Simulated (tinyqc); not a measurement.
From results back to parameters: static screening by free carriers. Three cases, with inputs chosen for the exercise.

Problem. At zero temperature the gas shows Friedel oscillations of period pi/kF and a Thomas-Fermi length 1/qTF; n and m are hidden.

kF = (3 pi^2 n/Mv)^(1/3), EF = c kF^2/m with c = hbar^2/2m0, n in 1/angstrom^3 (1e-24 per 1/cm^3), e2 = e^2/(4 pi eps0). Thomas-Fermi: qTF^2 = 6 pi e2 n/(eps EF). Debye: qD^2 = 4 pi e2 n/(eps kB T).

Constants: hbar^2/2m0 = 3.80998211 eV angstrom^2; e^2/(4 pi eps0) = 14.39964547 eV angstrom.

Find: kF; n; m.

Method. kF = pi/period and n = Mv kF^3/(3 pi^2); qTF^2 = 2 e2 Mv m kF/(pi eps c) then gives m.

Case 1.

Values chosen (out of a larger set: a free-electron density near that of Na; not measured data): Mv = 1 (valleys); eps = 1 (background dielectric constant).

period = 3.38080 angstrom
1/qTF = 0.668776 angstrom

Solution.

kF = 0.9292 1/angstrom
n = 2.71e+22 1/cm^3
m = 1.000 m0

Case 2.

Values chosen (out of a larger set: near those of Ge; not measured data): Mv = 4 (valleys); eps = 16 (background dielectric constant).

period = 85.5076 angstrom
1/qTF = 14.3807 angstrom

Solution.

kF = 0.03674 1/angstrom
n = 6.70e+18 1/cm^3
m = 0.219 m0

Case 3.

Values chosen (out of a larger set: a free-electron density near that of Ag; not measured data): Mv = 1 (valleys); eps = 1 (background dielectric constant).

period = 2.62947 angstrom
1/qTF = 0.589800 angstrom

Solution.

kF = 1.195 1/angstrom
n = 5.76e+22 1/cm^3
m = 1.000 m0

Computed by tinyqc, one run a case: `OMP_NUM_THREADS=1 python tinyqc.py N N+1 out.jsonl` with N = 1652218, 1652294, 1652298; one thread of a shared Intel(R) Xeon(R) Processor @ 2.30GHz, about 0.01 s a run at most.
